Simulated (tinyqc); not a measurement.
Three-band (Emery) model of a CuO2 plane downfolded to one band, step by step. Values are carried at full precision from step to step, so a last printed digit may differ when a step is redone from the rounded ones.

Electron picture, d at 0 and the oxygen p orbitals at -D; sx = sin(kx a/2), sy = sin(ky a/2). H = [[0, 2 tpd sx, -2 tpd sy], [., -D, -4 tpp sx sy], [., ., -D]], real and symmetric. The top (antibonding) band crosses the Fermi level.

Values chosen for the exercise (of the size used for cuprate planes; not measured data):
- D = 1.7 eV (ed - ep)
- tpd = 1.28 eV (d-p hopping)
- tpp = 0.46 eV (p-p hopping)
- k = (0.69, 0.42) pi/a (wave vector)

## H at one k

Fill in the matrix.

sx, sy: 0.88377  0.61291

H (eV):
```
          d       px       py
d         0   2.2624  -1.5690
px   2.2624  -1.7000  -0.9967
py  -1.5690  -0.9967  -1.7000
```

## Exact levels

Diagonalise.

levels (eV): -3.2732  -2.5338  2.4070

weights of the top band: d 0.5656, px 0.2645, py 0.1699

## Loewdin downfolding onto d

h(E) = H_dd + V (E - H_pp)^-1 V^T with V = H_dp. The level solves E = h(E). Newton: start at E = 0, set Z = 1/(1 - dh/dE) = 1/(1 + |(E - H_pp)^-1 V^T|^2) and E(new) = E + Z (h - E); stop when the step is below 1e-9 eV.

Iterations:
```
i   E (eV)  h(E) (eV)       Z
0  0.00000   10.52533  0.0630
1  0.66317    5.44301  0.2019
2  1.62839    3.20353  0.4232
3  2.29500    2.49623  0.5476
4  2.40519    2.40841  0.5653
5  2.40701    2.40701  0.5656
6  2.40701    2.40701  0.5656
```

The first value, h(0) = 10.5253 eV, is the energy-independent downfolding; the root is 2.4070 eV, so h(0) is 337 % too high. The final Z is the d weight of the state.

## Hoppings of the top band

One-band form E = e0 - 2t (cos kx + cos ky) - 4t' cos kx cos ky - 2t'' (cos 2kx + cos 2ky) - 4t''' (cos 2kx cos ky + cos kx cos 2ky), k in 1/a. Each hopping is minus the mean of E cos(m kx) cos(n ky) over a 12 x 12 mesh, k = (j + 1/2) 2 pi/12.

Fourier coefficients of the exact top band.

e0, t, t', t'', t''' (eV): 2.0391  0.4411  -0.0040  0.0433  0.0036

t'/t = -0.009

## The one-band model at k

Evaluate the one-band form at k with e0 and t alone, with t' added, and with all four hoppings.

E (eV): (t alone) 2.3155, (t and t') 2.3133, (all four) 2.4153

The three-band value is 2.4070 eV.

## Checks

- Top level at (1,1) against the root of E (E + D - 4 tpp) = 8 tpd^2: both 3.69106.

Run: tinyqc, `OMP_NUM_THREADS=1 python tinyqc.py 1481404 1481405 out.jsonl`; Intel(R) Xeon(R) Processor @ 2.30GHz, one thread, shared host; about 0.03 s of CPU time with all checks.
